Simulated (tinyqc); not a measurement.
Starting guesses with plain Roothaan steps: SCF starting guesses in the sto-6g basis, for BeH2, spin multiplicity 1. Computed by the program tinyqc with PySCF. RHF with one setting changed at a time; a run stops when the energy changes by less than 1e-09 hartree and the error matrix is below 1e-5. Starts: the lowest orbitals of the core Hamiltonian, of the Wolfsberg-Helmholz matrix (K = 1.75), projected atomic densities, random orbitals, and the highest orbitals of the core Hamiltonian (a deliberately bad start).

Geometry (angstrom):

| atom | x | y | z |
|---|---|---|---|
| Be | 0.0000 | 0.0000 | 0.0000 |
| H | 0.0000 | 1.2680 | 0.0000 |
| H | 0.0000 | -1.2400 | 0.0000 |

lowest restricted solution found by these runs and by PySCF = -15.725024 hartree

Largest element of the error matrix X^T (FDS - SDF) X:

| iteration | core | Wolfsberg-Helmholz | atomic densities | random | highest core orbitals |
|---|---|---|---|---|---|
| 1 | 5.3e-01 | 1.3e-01 | 4.6e-01 | 3.0e+00 | 1.2e-01 |
| 2 | 5.9e-02 | 1.3e-02 | 9.7e-02 | 3.3e-01 | 4.1e-01 |
| 3 | 6.4e-03 | 1.8e-03 | 1.9e-02 | 8.2e-02 | 2.6e-01 |
| 4 | 8.1e-04 | 3.2e-04 | 4.2e-03 | 4.0e-02 | 3.7e-02 |
| 5 | 1.2e-04 | 6.6e-05 | 9.5e-04 | 2.0e-02 | 6.6e-03 |
| 6 | 2.3e-05 | 1.4e-05 | 2.2e-04 | 9.6e-03 | 1.3e-03 |
| 8 | - | - | 1.2e-05 | 2.3e-03 | 6.7e-05 |
| 10 | - | - | - | 5.6e-04 | 3.6e-06 |
| 14 | - | - | - | 3.2e-05 | - |

How each run ends:

| run | iterations | E (hartree) | state |
|---|---|---|---|
| core | 7 | -15.72502 | lowest found |
| Wolfsberg-Helmholz | 7 | -15.72502 | lowest found |
| atomic densities | 9 | -15.72502 | lowest found |
| random | 16 | -15.72502 | lowest found |
| highest core orbitals | 10 | -15.72502 | lowest found |

What does the comparison show, and why?

5 of 5 runs reach the lowest restricted solution found, in 7 to 16 iterations (fastest: core, Wolfsberg-Helmholz). The first errors are 5e-01, 1e-01, 5e-01, 3e+00, 1e-01; the deliberately bad start has the smallest one, so a small first error does not mark a good start.
